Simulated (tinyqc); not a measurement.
Inside a calculation. Model: formation energy of a charged point defect from supercell energies. Computed by tinyqc, a small Python program that keeps every step. Command: `OMP_NUM_THREADS=1 python tinyqc.py 3002203 3002204 out.jsonl formation walk`. One thread of a shared host (Intel(R) Xeon(R) Processor @ 2.30GHz), about 0.01 s of CPU time with the checks. Intermediate numbers are printed to about 7 digits and carried at full precision; extremes and crossings named in words are read from the listed rows.

The host is a compound AB. Making the defect adds n_A = 0, n_B = -1 atoms to the cell. All total energies are inputs. E_F is counted from the valence-band maximum (VBM); x = 0 is A-rich and x = 1 B-rich growth.

Inputs (values chosen for the exercise, with gap and screening modelled on AlN):
```
quantity                      value      unit
gap E_g                        6.03        eV
E_VBM of the host cell        5.874        eV
potential alignment dV       -0.045        eV
dielectric constant eps        8.62         -
cell length L                  11.1  angstrom
mu_B of the pure element     -6.776        eV
formation enthalpy dH of AB   -3.14        eV
growth condition x             0.37         -
Fermi level E_F                2.98        eV
temperature T                  1200         K
site density N_s              3e+22     cm^-3
```

Defect: vacancy of B. Supercell lattice: bcc.

charge states q: 1  0  -1

E(defect, q) - E(host), in the order of q (eV): 3.884  11.071  20.122

Constants: e^2/(4 pi eps_0) = 14.39964548 eV angstrom; k_B = 8.617333262e-05 eV/K.

## Chemical potentials

dmu_A = x dH and dmu_B = (1 - x) dH, so that dmu_A + dmu_B = dH; mu = mu(element) + dmu. The reservoir term is sum n_i mu_i.

dmu_A = -1.1618 eV

dmu_B = -1.9782 eV

sum n_i mu_i = 8.7542 eV

## Image-charge corrections

Image-charge correction of a point charge in a neutralising background: E_corr = q^2 alpha e^2/(4 pi eps_0) / (2 eps L), alpha = 2.888462 for a bcc array with L the cube root of the volume.

E_corr (eV): (q=+1) 0.2173493, (q=0) 0.0000000, (q=-1) 0.2173493

## Formation energies at E_F = 0

E_f(q, E_F) = [E(defect, q) - E(host)] - sum n_i mu_i + q (E_VBM + dV + E_F) + E_corr(q).

E_f(q, 0) (eV): (q=+1) 1.176149, (q=0) 2.316800, (q=-1) 5.756149

## Transition levels and the lower envelope

eps(q/q') = [E_f(q', 0) - E_f(q, 0)]/(q - q'). U of state q is eps(q/q-1) - eps(q+1/q). The stable state at each E_F is the lowest line E_f(q, 0) + q E_F.

One-electron levels above the VBM (eV):
```
level     energy  U of the state between this level and the next
(+1/0)  1.140651                                        2.298699
(0/-1)  3.439349                                               -
```

Stable states:
```
q   from E_F (eV)  to E_F (eV)
+1       0.000000     1.140651
0        1.140651     3.439349
-1       3.439349     6.030000
```

Stable in the gap, from the VBM up: +1, 0, -1.

## The first and the last level

eps(q/q-1) = E_f(q - 1, 0) - E_f(q, 0).

level (+1/0) = 1.140651 eV

level (0/-1) = 3.439349 eV

## Concentrations at the given E_F and T

E_f(q, E_F) = E_f(q, 0) + q E_F. c_q = N_s exp(-E_f(q, E_F)/k_B T), with all degeneracy factors one and no vibrational entropy.

Charge states:
```
q   E_f (eV)   c_q (cm^-3)         share
+1  4.156149  1.052113e+05  1.862047e-08
0   2.316800  5.584567e+12  9.883658e-01
-1  2.776149  6.573663e+10  1.163418e-02
```

lowest formation energy = 2.3168 eV

total concentration = 5.650304e+12 cm^-3

mean charge = -0.01163416 e

State 0 holds 98.8 % of the defects.

## Fermi level and growth conditions

Each entry is the lowest E_f over q.

Lowest formation energy (eV):
```
E_F (eV)  stable q  A-rich, x = 0   x = 0.5  B-rich, x = 1
0.000           +1       0.014349  1.584349       3.154349
0.754           +1       0.768349  2.338349       3.908349
1.508            0       1.155000  2.725000       4.295000
2.261            0       1.155000  2.725000       4.295000
3.015            0       1.155000  2.725000       4.295000
3.769           -1       0.825349  2.395349       3.965349
4.522           -1       0.072349  1.642349       3.212349
5.276           -1      -0.681651  0.888349       2.458349
6.030           -1      -1.435651  0.134349       1.704349
```

Going from A-rich to B-rich growth shifts every line by +3.140 eV and moves no transition level. The slope of the envelope is the stable charge, so E_f is highest in the rows from E_F = 1.51 to 3.02 eV, where the neutral state is stable, and it falls on both sides: the defect is amphoteric and compensates either doping. Under A-rich growth E_f turns negative for part of the gap, so in equilibrium E_F cannot enter that part.

## What the corrections do to the levels

Levels eps(q/q-1) with the terms q dV and E_corr left out or kept.

Levels above the VBM (eV):
```
level     raw  with alignment  with image charge  with both
(+1/0)  1.313           1.358           1.095651   1.140651
(0/-1)  3.177           3.222           3.394349   3.439349
```

Alignment moves every level by -dV = +0.045 eV. The image term moves eps(q/q-1) by (1 - 2q) E_corr(1): (+1/0) by -0.217, (0/-1) by +0.217 eV, donor levels down and acceptor levels up. It adds 2 E_corr(1) = 0.435 eV to every U.

Checks made by the program: envelope against a direct minimum on a grid (relative difference below 1e-10).
